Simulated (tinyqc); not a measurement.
One-electron ion in a basis of Gaussians, step by step. Computed by tinyqc, a small Python program that keeps every step. Settings: Z = 6, l = 2. Command: `OMP_NUM_THREADS=1 python tinyqc.py 27788 27789 out.jsonl` (the two numbers bound the seeds that draw the settings). One thread of a shared host (Intel(R) Xeon(R) Processor @ 2.60GHz), about 0.01 s of CPU time with the checks.

## Matrices over normalised Gaussians

exponents of r^l exp(-a r^2) (1/bohr^2): 0.11750  0.17520

Z = 6

l = 2

With p = a_i + a_j and I(k) = Gamma((k+1)/2) / (2 p^((k+1)/2)): S = I(2l+2), T = (2l+3) a_i a_j S / p, V = -Z I(2l+1), each divided by sqrt(S_ii S_jj).

S:
```
         1        2
1  1.00000  0.93299
2  0.93299  1.00000
```

T (hartree):
```
         1        2
1  0.41125  0.45933
2  0.45933  0.61320
```

V (hartree):
```
          1         2
1  -1.75041  -1.82261
2  -1.82261  -2.13741
```

## Generalised eigenproblem

H = T + V (hartree):
```
          1         2
1  -1.33916  -1.36328
2  -1.36328  -1.52421
```

Solve H C = S C e through S^(-1/2); each column has its largest component positive (the first on a tie).

eigenvalues of S: 0.06701  1.93299

eigenvalues (hartree): -1.56694  -0.89978

coefficients:
```
          1         2
1  -0.70319   2.68805
2   1.62351  -2.25484
```

For Z = 6 and l = 2 the exact lowest level is -Z^2/(2 n^2) with n = l + 1: -2.000000 hartree.
